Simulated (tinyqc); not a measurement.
Inside a calculation. Method: empirical pseudopotential in a few plane waves. One step of it, computed by the program tinyqc.

Problem. Bloch Hamiltonian at G. Basis: the 15 shortest G (labels in 2 pi/a), the same at every k. H(G,G') = c |k + G|^2 delta + VS(|G-G'|^2) cos((G-G').tau) + i VA sin((G-G').tau), tau = a/8 (1,1,1); 1 Ry = 13.605693 eV.

Parameters chosen for this model: fcc lattice, atoms at +/- a/8 (1,1,1); form factors in rydberg at |G|^2 in units of (2 pi/a)^2:
```
parameter                 value      unit
a                      5.580000  angstrom
VS(3)                 -0.234000        Ry
VS(8)                  0.055000        Ry
VS(11)                 0.078000        Ry
VA(3)                         0        Ry
VA(4)                         0        Ry
VA(11)                        0        Ry
hbar^2/2m (2 pi/a)^2   4.830747        eV
```

k point G (2 pi / a): 0  0  0

Give: H(k) at G.

Solution.

H(k) at G (eV):
```
         +0+0+0   -1-1-1   -1-1+1   -1+1-1   -1+1+1   +1-1-1   +1-1+1   +1+1-1
+0+0+0   0.0000   2.2512  -2.2512  -2.2512  -2.2512  -2.2512  -2.2512  -2.2512
-1-1-1   2.2512  14.4922   0.0000   0.0000  -0.7483   0.0000  -0.7483  -0.7483
-1-1+1  -2.2512   0.0000  14.4922   0.7483   0.0000   0.7483   0.0000   0.0000
-1+1-1  -2.2512   0.0000   0.7483  14.4922   0.0000   0.7483   0.0000   0.0000
-1+1+1  -2.2512  -0.7483   0.0000   0.0000  14.4922   0.0000   0.7483   0.7483
+1-1-1  -2.2512   0.0000   0.7483   0.7483   0.0000  14.4922   0.0000   0.0000
+1-1+1  -2.2512  -0.7483   0.0000   0.0000   0.7483   0.0000  14.4922   0.7483
+1+1-1  -2.2512  -0.7483   0.0000   0.0000   0.7483   0.0000   0.7483  14.4922
+1+1+1   2.2512   0.0000  -0.7483  -0.7483   0.0000  -0.7483   0.0000   0.0000
-2+0+0   0.0000  -2.2512  -2.2512  -2.2512   2.2512   0.7504  -0.7504  -0.7504
+0-2+0   0.0000  -2.2512  -2.2512   0.7504  -0.7504  -2.2512   2.2512  -0.7504
+0+0-2   0.0000  -2.2512   0.7504  -2.2512  -0.7504  -2.2512  -0.7504   2.2512
+0+0+2   0.0000  -0.7504   2.2512  -0.7504  -2.2512  -0.7504  -2.2512   0.7504
+0+2+0   0.0000  -0.7504  -0.7504   2.2512  -2.2512  -0.7504   0.7504  -2.2512
+2+0+0   0.0000  -0.7504  -0.7504  -0.7504   0.7504   2.2512  -2.2512  -2.2512

         +1+1+1   -2+0+0   +0-2+0   +0+0-2   +0+0+2   +0+2+0   +2+0+0
+0+0+0   2.2512   0.0000   0.0000   0.0000   0.0000   0.0000   0.0000
-1-1-1   0.0000  -2.2512  -2.2512  -2.2512  -0.7504  -0.7504  -0.7504
-1-1+1  -0.7483  -2.2512  -2.2512   0.7504   2.2512  -0.7504  -0.7504
-1+1-1  -0.7483  -2.2512   0.7504  -2.2512  -0.7504   2.2512  -0.7504
-1+1+1   0.0000   2.2512  -0.7504  -0.7504  -2.2512  -2.2512   0.7504
+1-1-1  -0.7483   0.7504  -2.2512  -2.2512  -0.7504  -0.7504   2.2512
+1-1+1   0.0000  -0.7504   2.2512  -0.7504  -2.2512   0.7504  -2.2512
+1+1-1   0.0000  -0.7504  -0.7504   2.2512   0.7504  -2.2512  -2.2512
+1+1+1  14.4922  -0.7504  -0.7504  -0.7504  -2.2512  -2.2512  -2.2512
-2+0+0  -0.7504  19.3230   0.7483   0.7483  -0.7483  -0.7483   0.0000
+0-2+0  -0.7504   0.7483  19.3230   0.7483  -0.7483   0.0000  -0.7483
+0+0-2  -0.7504   0.7483   0.7483  19.3230   0.0000  -0.7483  -0.7483
+0+0+2  -2.2512  -0.7483  -0.7483   0.0000  19.3230   0.7483   0.7483
+0+2+0  -2.2512  -0.7483   0.0000  -0.7483   0.7483  19.3230   0.7483
+2+0+0  -2.2512   0.0000  -0.7483  -0.7483   0.7483   0.7483  19.3230
```
